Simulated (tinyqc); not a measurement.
Anisotropic wet etching of Si(100): plane rates, V-grooves, membranes and undercut. Changing the misalignment of the mask. Computed by tinyqc, a small Python program. Command: `OMP_NUM_THREADS=1 python tinyqc.py 3021104 3021105 out.jsonl wetetch sweep`. One thread of a shared host (Intel(R) Xeon(R) Processor @ 2.30GHz), about 0.01 s of CPU time with the checks.

A long slot opens the mask on a (100) wafer. The floor etches at R100; (111) walls stand at theta = arctan(sqrt2) = 54.7356 degrees to the surface and recede at R111 along their normal.

Inputs (values chosen for the exercise, close to those used for tetramethylammonium hydroxide solutions): prefactor k0 of the (100) rate = 6.5e+08 um/min; activation energy of (100), E = 0.618 eV; ratio (100)/(111) at 80 C = 35; extra energy of (111), dE = 0.12 eV; ratio (100)/oxide at 80 C = 4900; extra energy of the oxide, dE_ox = 0.25 eV; corner undercut rate over (100) rate, c = 2.1; bath temperature T = 85 C; width w (mask opening along <110>, or membrane width in the design step) = 750 um; etch time t = 17 min; wafer thickness d = 525 um; membrane thickness wanted = 7.6 um.

Constants: k_B = 8.617333262e-05 eV/K.

Method:
- R100 = k0 exp(-E/(k_B T)); a ratio given at 80 C scales as exp[(extra energy/k_B)(1/T - 1/353.15 K)]; R111 and R_ox follow by division.
- Temperatures in kelvin are T(C) + 273.15.
- A misaligned edge exposes ledges and adds R100 sin(misalignment) to the lateral rate (a simple estimate): u = R111/sin(theta) + R100 sin(misalignment). Top width W = w + 2 u t; floor width b = W - 2 z/tan(theta) = W - sqrt2 z. The floor lasts until b = 0, at t_V = w/(sqrt2 R100 - 2u); depth z = R100 t before t_V and W/sqrt2 after.
- Etch depth d - membrane, time = depth/R100; for a membrane as wide as w the opening must be w + sqrt2 depth - 2 u time; oxide mask consumed R_ox x time; a 1 K error changes the depth by the fraction E/(k_B T^2); a convex mask corner, such as that of a mesa, would retreat by c x depth.

One run for each value:
```
misalignment of the mask (degrees)  lateral rate u (um/min)  top width W (um)  opening needed (um)
0.0                                                 0.04836            751.64               1443.5
0.1                                                 0.05064            751.72               1441.6
0.2                                                 0.05293            751.80               1439.8
0.5                                                 0.05977            752.03               1434.4
1.0                                                 0.07119            752.42               1425.4
1.5                                                 0.08260            752.81               1416.4
2.0                                                 0.09401            753.20               1407.3
3.0                                                 0.11682            753.97               1389.3
5.0                                                 0.16236            755.52               1353.3
```

What does the table show, and why?

Over the rows, lateral rate u (um/min) rises from 0.0484 to 0.162; top width W (um) rises from 751.6 to 755.5; opening needed (um) falls from 1440 to 1350. Misalignment matters once sin(angle) reaches R111/(R100 sin theta), so a high anisotropy demands tight alignment.

Caution (all rows): rates also depend on concentration, doping, additives and stirring, all held fixed here.
